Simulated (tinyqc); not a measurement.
Enthalpies against pressure: pressure-driven transition between two phases with analytic equations of state. Computed by tinyqc, a small Python program. Command: `OMP_NUM_THREADS=1 python tinyqc.py 3030764 3030765 out.jsonl transition walk`. One thread of a shared host (Intel(R) Xeon(R) Processor @ 2.30GHz), about 0.03 s of CPU time with the checks.

Each phase obeys E = E0 + (B0 V/B') [(V0/V)^B'/(B' - 1) + 1] - B0 V0/(B' - 1), P = (B0/B') [(V0/V)^B' - 1]; E0 = 0 for phase 1 and Delta E0 for phase 2. H = E + P V.

Inputs (values chosen for the exercise, for two model phases):

| quantity | value | unit |
|---|---|---|
| volume V0 of phase 1 | 15 | angstrom^3/atom |
| B0 of phase 1 | 81.6 | GPa |
| B' of phase 1 | 4.94 | - |
| volume V0 of phase 2 | 13.7 | angstrom^3/atom |
| B0 of phase 2 | 114 | GPa |
| B' of phase 2 | 3.46 | - |
| energy of phase 2 above phase 1, Delta E0 | 0.079 | eV/atom |

Equation of state: Murnaghan.

Constants: 1 eV/angstrom^3 = 160.2176634 GPa.

Method. Start from P = Delta E0/(V0 of phase 1 - V0 of phase 2); at each P solve P(V) = P for both phases and step P(new) = P - (H_2 - H_1)/(V_2 - V_1); stop when |H_2 - H_1| < 1e-10 eV. At the zero-temperature transition the volume change is V_2/V_1 - 1 and the work is P (V_1 - V_2). For each P solve P(V) = P in both phases.

transition pressure = 11.9716 GPa

V_1 at the transition = 13.4329 angstrom^3

V_2 at the transition = 12.5261 angstrom^3

Both phases:

| P (GPa) | V_1 (angstrom^3) | V_2 (angstrom^3) | H_2 - H_1 (meV/atom) | stable |
|---|---|---|---|---|
| 0 | 15.000 | 13.700 | 79.000 | phase 1 |
| 3 | 14.502 | 13.359 | 56.229 | phase 1 |
| 6 | 14.088 | 13.053 | 35.908 | phase 1 |
| 9 | 13.736 | 12.776 | 17.279 | phase 1 |
| 11 | 13.528 | 12.606 | 5.545 | phase 1 |
| 13 | 13.337 | 12.444 | -5.773 | phase 2 |
| 16 | 13.078 | 12.219 | -22.153 | phase 2 |
| 19 | 12.847 | 12.011 | -38.007 | phase 2 |

What does the comparison show, and why?

H_2 - H_1 changes with slope V_2 - V_1, from -1.300 to -0.836 angstrom^3 per atom over the table, and passes zero at 11.97 GPa. An error of 10 meV per atom in Delta E0 moves the transition by about 1.77 GPa.
